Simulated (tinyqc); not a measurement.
p-type polysilicon, carrier trapping at grain boundaries: effect of the temperature.

One-dimensional grains of size Lg, uniform ionised doping N, monovalent traps Qt at each boundary at a depth Et below (for electrons) or above (for holes) the band edge there, abrupt depletion of width W on each side of a boundary, Boltzmann statistics. xi is the distance from the band edge at the grain centre to the Fermi level. Trapped charge Qt/(1 + exp((xi + VB - Et)/Vt)) = 2 N W, barrier VB = q N W^2/(2 eps0 eps_r).

NB is given at 300 K and scales as (T/300 K)^1.5. If the trap equation with xi = Vt ln(NB/N) has a root W < Lg/2, the grain is partly depleted; otherwise W = Lg/2 and the trap equation gives xi = Et - VB + Vt ln(Qt/(N Lg) - 1). N* = Qt/Lg. n0 = NB exp(-xi/Vt); mean density n0 (1 - 2 W/Lg) by charge balance in a partly depleted grain, and n0 (sqrt(pi)/2) erf(u)/u with u = sqrt(VB/Vt) in a fully depleted one; v = sqrt(kB T/(2 pi ms m0)); barrier resistivity Vt exp(VB/Vt)/(q fe n0 v Lg); grain resistivity (1 - 2 W/Lg)/(q n0 mug); effective mobility 1/(q mean density total resistivity). Rows with xi above 0.45 V, towards mid-gap, are left out, since the other carrier type is ignored.

Parameters, values chosen for the exercise; values of the order met in polycrystalline silicon:
- eps_r = 11.7 (relative permittivity)
- NB = 2.65e19 cm^-3 (valence-band density of states at the reference temperature)
- Lg = 56 nm (grain size)
- Qt = 2.5e12 cm^-2 (trap density of a grain boundary)
- Et = 0.41 eV (depth of the trap level from the majority band edge at the boundary)
- ms = 0.58 m0 (mass for thermionic emission)
- fe = 0.5 (correction factor of the emission rate)
- N = 1.1e17 cm^-3 (doping)

Constants: q = 1.602176634e-19 C, kB = 1.380649e-23 J/K, m0 = 9.1093837015e-31 kg, Vt = kB T/q, eps0 = 8.8541878128e-14 F/cm where lengths are in cm. Results are converted to the units shown.

The same in every row: N/N* = 0.2464; depleted share 2 W/Lg = 1.000; VB (V) = 0.06669.

Effect of the temperature:

| T (K) | xi (V) | mean density (cm^-3) | resistivity (ohm cm) | effective mobility (cm^2/(V s)) |
|---|---|---|---|---|
| 200 | 0.3626 | 4.720e9 | 6.060e7 | 21.82 |
| 240 | 0.3664 | 1.869e11 | 9.580e5 | 34.86 |
| 280 | 0.3703 | 2.704e12 | 4.836e4 | 47.73 |
| 320 | 0.3741 | 2.072e13 | 5058 | 59.55 |
| 360 | 0.3780 | 1.035e14 | 861.8 | 69.99 |
| 400 | 0.3818 | 3.819e14 | 206.9 | 79.01 |
| 440 | 0.3857 | 1.129e15 | 63.78 | 86.69 |

As T goes from 200 to 440, VB stays at 0.0667 V, the resistivity falls from 6.06e7 to 63.8 ohm cm and the effective mobility rises from 21.8 to 86.7 cm^2/(V s). The activation energy kB ln(rho1/rho2)/(1/T1 - 1/T2) is 0.429 eV between the first two rows and 0.446 eV between the last two; mug is held fixed.

Numbers from tinyqc (`OMP_NUM_THREADS=1 python tinyqc.py 2830055 2830056 out.jsonl`; about 0.01 s on one thread of a shared Intel Xeon 2.30GHz).
